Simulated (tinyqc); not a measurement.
# Surface potential of a MOS transistor: implicit equation and explicit approximations: accuracy of the approximations against gate voltage

p-type body, charge-sheet picture, depletion and inversion only, full ionisation (an idealisation for deep acceptors), Boltzmann statistics (rough once Na exp(x - xn) passes about Nc/7). In units of Vt: xg = (Vg - Vfb)/Vt, x = psi/Vt, G = gamma/sqrt(Vt), xn = (2 phiF + Vc)/Vt. The implicit equation is (xg - x)^2 = G^2 [x - 1 + exp(x - xn)] for x above about 3. Cox = eps0 eox/tox.

ni = sqrt(Nc Nv) exp(-Eg/(2 Vt)), Eg in volts; phiF = Vt ln(Na/ni); gamma = sqrt(2 q eps0 eps_r Na)/Cox; VT = Vfb + Vt (xn + G sqrt(xn - 1)). Depletion value a = 1 + [sqrt(G^2/4 + xg - 1) - G/2]^2; inversion value b = xn + ln[(xg - xn)^2/G^2 - xn + 1] and first guess y = min(a, b) - ln(1 + exp(-|a - b|)) if a > xn + 1, else b = y = a; one second-order correction with D = exp(y - xn), p = 2 (xg - y) + G^2 (1 + D), w = (xg - y)^2 - G^2 (y - 1 + D): z = y + 2 w/(p + sqrt(p^2 - 2 (2 - G^2 D) w)), or the Newton step z = y + w/p where the root is not real. N_inv = (Cox Vt G/q) [sqrt(x - 1 + exp(x - xn)) - sqrt(x - 1)] at the root. Lambert form (Cox m Vt/q) W0[(G/(2 m sqrt(xn - 1))) exp((Vg - VT)/(m Vt))], m = 1 + G/(2 sqrt(xn - 1)). Errors under 1e-4 mV, and the linear form below VT, are printed as 0.

Inputs (values chosen for the exercise); band and dielectric values close to those of silicon: temperature T = 300 K; band gap Eg = 1.12 eV; relative permittivity eps_r = 11.5; conduction-band density of states at T Nc = 2.75e19 cm^-3; valence-band density of states at T Nv = 2.62e19 cm^-3; relative permittivity of the gate insulator (close to zirconium oxide) eox = 24.5; insulator thickness tox = 25 nm; acceptor density Na = 4.9e17 cm^-3; flat-band voltage Vfb = -0.46 V; channel-body voltage Vc = 0.5 V.

Constants: q = 1.602176634e-19 C, kB = 1.380649e-23 J/K, Vt = kB T/q, eps0 = 8.8541878128e-14 F/cm where lengths are in cm. Results are converted to the units shown.

Results:

| Vg (V) | psi (V) | x - xn | error of y (mV) | error of z (mV) | N_inv (cm^-2) | Cox (Vg - VT)/q (cm^-2) | Lambert form (cm^-2) |
|---|---|---|---|---|---|---|---|
| 1.1 | 1.086 | -12.66 | 0 | 0 | 9.912e4 | 0 | 7.537e4 |
| 1.3 | 1.250 | -6.301 | 8.18e-3 | 0 | 5.349e7 | 0 | 4.867e7 |
| 1.5 | 1.412 | -0.02153 | 4.12 | -2.71e-3 | 2.669e10 | 2.309e10 | 2.679e10 |
| 1.7 | 1.495 | 3.168 | 16.6 | -2.04 | 5.772e11 | 1.106e12 | 5.918e11 |
| 1.9 | 1.523 | 4.245 | 11.7 | -0.578 | 1.481e12 | 2.189e12 | 1.517e12 |
| 2.1 | 1.539 | 4.878 | 9.00 | -0.237 | 2.459e12 | 3.273e12 | 2.516e12 |
| 2.5 | 1.560 | 5.696 | 6.48 | -0.0812 | 4.489e12 | 5.439e12 | 4.582e12 |
| 2.7 | 1.568 | 5.997 | 5.76 | -0.0558 | 5.523e12 | 6.522e12 | 5.631e12 |

Estimate the missing row, Vg = 2.3 V.

Computed row:

| Vg (V) | psi (V) | x - xn | error of y (mV) | error of z (mV) | N_inv (cm^-2) | Cox (Vg - VT)/q (cm^-2) | Lambert form (cm^-2) |
|---|---|---|---|---|---|---|---|
| 2.3 | 1.551 | 5.334 | 7.48 | -0.129 | 3.466e12 | 4.356e12 | 3.542e12 |

With this row back in the table: psi rises from 1.09 to 1.57 V and ends 6.0 Vt above 2 phiF + Vc. Among the rows the first guess is off by at most 17 mV (at Vg = 1.7 V) and the corrected value by at most 2.0 mV. In the last row the linear form is 18 % above N_inv and the Lambert form 2.0 % above it; in the first row the Lambert form is 24 % below it. For Vg = 1.7, 1.9, 2.1, 2.3, 2.5, 2.7 the electron quasi-Fermi level lies less than 2 Vt below the band edge at the surface, or above it, where degeneracy and confinement, left out, matter.

tinyqc, about 0.01 s, one thread, Intel Xeon 2.30GHz (shared host): `OMP_NUM_THREADS=1 python tinyqc.py 2122055 2122056 out.jsonl`
